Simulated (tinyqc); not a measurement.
Magnetoresistance against angle.

Conductance G = G0 (1 + P1 P2 cos(phi)) at low bias, phi the angle between the magnetisations, normalised to Rp = RA/area at phi = 0.

Parameters, values chosen for the exercise: diameter Dm = 52 nm; spin polarisation of the reference layer P1 = 0.58; spin polarisation of the free layer P2 = 0.6; resistance-area product, parallel state RA = 12.5 ohm um^2.

Results:
```
phi (degree)  R (kohm)  R/Rp - 1 (%)  share of the full TMR (%)
0                5.886             0                          0
45               6.367         8.180                      7.663
70               7.090         20.46                      19.17
90               7.934         34.80                      32.60
110              9.006         53.01                      49.66
135              10.52         78.80                      73.82
160              11.79         100.3                      93.96
180              12.17         106.7                      100.0
```

Estimate the missing row, phi = 20 degree.

Computed row:
```
phi (degree)  R (kohm)  R/Rp - 1 (%)  share of the full TMR (%)
20               5.979         1.582                      1.482
```

With this row back in the table: R rises from 5.89 to 12.2 kohm, TMR0 = 107 %. It is the conductance that follows cos(phi), so at 90 degrees R has covered only (1 - P1 P2)/2 = 32.6 % of its range.

Program tinyqc, `OMP_NUM_THREADS=1 python tinyqc.py 2450108 2450109 out.jsonl`; Intel Xeon 2.30GHz, shared host, one thread, about 0.01 s.
